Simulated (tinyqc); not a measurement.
Hubbard ring of 4 sites, step by step. One step of it, computed by the program tinyqc.

Problem. Mean-field iteration 1. H(up) = T + U n(down), H(down) = T + U n(up); fill the lowest levels; n(new) = n + mixing (n(out) - n); E = tr T (rho up + rho down) + U sum n_up n_down of the output.

one-body matrix (hopping and site energies) (eV), order 1, 2, 3, 4:
```
[[-0.820000, -1.960000, 0.000000, -1.960000],
 [-1.960000, -0.340000, -1.960000, 0.000000],
 [0.000000, -1.960000, -0.890000, -1.960000],
 [-1.960000, 0.000000, -1.960000, -0.390000]]
```

U = 5.500000 eV

electrons, up and down: [2, 2]

mixing = 0.200000

n(up) at the start (a guess, not normalised): [0.800000, 0.200000, 0.800000, 0.200000]

n(down) at the start (a guess): [0.200000, 0.800000, 0.200000, 0.800000]

Give: levels, up; levels, down; energy; n(up) after iteration 1; n(down) after iteration 1.

Solution.

levels, up (eV): [-2.214, 0.245, 4.035, 6.494]

levels, down (eV): [-2.024, 0.735, 3.545, 6.305]

energy = -6.823 eV

n(up) after iteration 1: [0.811, 0.188, 0.812, 0.188]

n(down) after iteration 1: [0.193, 0.807, 0.194, 0.807]
